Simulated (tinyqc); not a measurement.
# Short-channel transistor, virtual-source model with series resistance, step by step

Numbers from tinyqc (`OMP_NUM_THREADS=1 python tinyqc.py 2380004 2380005 out.jsonl`; about 0.01 s on one thread of a shared Intel Xeon 2.30GHz). Printed values are rounded.

The current per gate width is the charge at the top of the source barrier (the virtual source) times its velocity times a saturation function; al and be are fitting constants of the model. Units: I in uA/um, Rs in ohm um, so I Rs = 1e-6 I Rs in volts; Q in uC/cm^2, so I = 1e-4 Q vx0 Fsat with vx0 in cm/s.

Inputs (values chosen for the exercise):

| symbol | value | unit | meaning |
|---|---|---|---|
| T | 293 | K | temperature |
| Cinv | 2.16 | uF/cm^2 | inversion capacitance |
| vx0 | 6.24e6 | cm/s | velocity at the virtual source |
| mu | 120 | cm^2/(V s) | apparent mobility |
| L | 25 | nm | channel length |
| VT0 | 0.45 | V | threshold at zero drain voltage |
| dl | 0.173 | V/V | drain-induced barrier lowering |
| n0 | 1.32 |  | subthreshold factor |
| nd | 0 | 1/V | growth of n with drain voltage |
| al | 3.5 |  | threshold shift (in units of Vt) from weak to strong inversion |
| be | 1.6 |  | sharpness of saturation |
| Rs | 50 | ohm um | series resistance of each contact |
| Vgs | 0.7 | V | gate voltage |
| Vds | 0.05 | V | drain voltage |

Constants: q = 1.602176634e-19 C, kB = 1.380649e-23 J/K, Vt = kB T/q. Results are converted to the units shown.

## Iteration 1: current through the series resistance

I at the start = 0 uA/um

Intrinsic voltages Vg' = Vgs - I Rs, Vd' = Vds - 2 I Rs. n = n0 + nd Vd', VT = VT0 - dl Vd', Ff = 1/(1 + exp((Vg' - VT + al Vt/2)/(al Vt))), Q = Cinv n Vt ln(1 + exp((Vg' - VT + al Vt Ff)/(n Vt))), Vdsat = (vx0 L/mu)(1 - Ff) + Vt Ff, Fsat = u/(1 + u^be)^(1/be) with u = Vd'/Vdsat, and I(out) = Q vx0 Fsat per width. (Fsat takes the sign of u.) I(new) = I(out).

Vg' = 0.7 V
Vd' = 0.05 V
VT = 0.4413500 V
Ff = 0.03146608
Q = 0.5647185 uC/cm^2
Vdsat = 0.1267039 V
Fsat = 0.3474553
I(out) = 122.4378 uA/um
I after iteration 1 = 122.4378 uA/um

## Iteration 2: current through the series resistance

As before.

Vg' = 0.6938781 V
Vd' = 0.03775622 V
VT = 0.4434682 V
Ff = 0.03443536
Q = 0.5474944 uC/cm^2
Vdsat = 0.1263929 V
Fsat = 0.2745283
I(out) = 93.78887 uA/um
I after iteration 2 = 93.78887 uA/um

## Course of the iteration: current through the series resistance

Stop when I changes by less than 1e-7 uA/um, or after 80 iterations.

Course of the iteration:

| iteration | I (uA/um) | \|change\| (uA/um) |
|---|---|---|
| 1 | 122.4378 | 122 |
| 2 | 93.78887 | 28.6 |
| 3 | 100.6116 | 6.82 |
| 4 | 98.99308 | 1.62 |
| 5 | 99.37738 | 0.384 |
| 6 | 99.28615 | 0.0912 |
| 7 | 99.30781 | 0.0217 |
| 8 | 99.30266 | 5.14e-3 |
| 9 | 99.30388 | 1.22e-3 |
| 10 | 99.30359 | 2.90e-4 |
| 11 | 99.30366 | 6.88e-5 |
| 12 | 99.30365 | 1.63e-5 |
| 13 | 99.30365 | 3.88e-6 |
| 14 | 99.30365 | 9.20e-7 |
| 15 | 99.30365 | 2.19e-7 |
| 16 | 99.30365 | 5.19e-8 |

Converged in 16 iterations. At the end each change is about 0.24 times the one before, with alternating sign: linear convergence.

## What the series resistance costs

converged I = 99.30365 uA/um
I0 = 122.4378 uA/um

Intrinsic voltages Vg' = Vgs - I Rs, Vd' = Vds - 2 I Rs. n = n0 + nd Vd', VT = VT0 - dl Vd', Ff = 1/(1 + exp((Vg' - VT + al Vt/2)/(al Vt))), Q = Cinv n Vt ln(1 + exp((Vg' - VT + al Vt Ff)/(n Vt))), Vdsat = (vx0 L/mu)(1 - Ff) + Vt Ff, Fsat = u/(1 + u^be)^(1/be) with u = Vd'/Vdsat, and I = Q vx0 Fsat per width. I0 is the current for Rs = 0. Effective velocity I/Q; transit time L Q/I.

loss against I0 = 18.89461 %
effective velocity = 1.803079e6 cm/s
transit time = 1.386517 ps

The carriers leave the virtual source at 28.9 % of vx0: Vd' is not large against Vdsat.
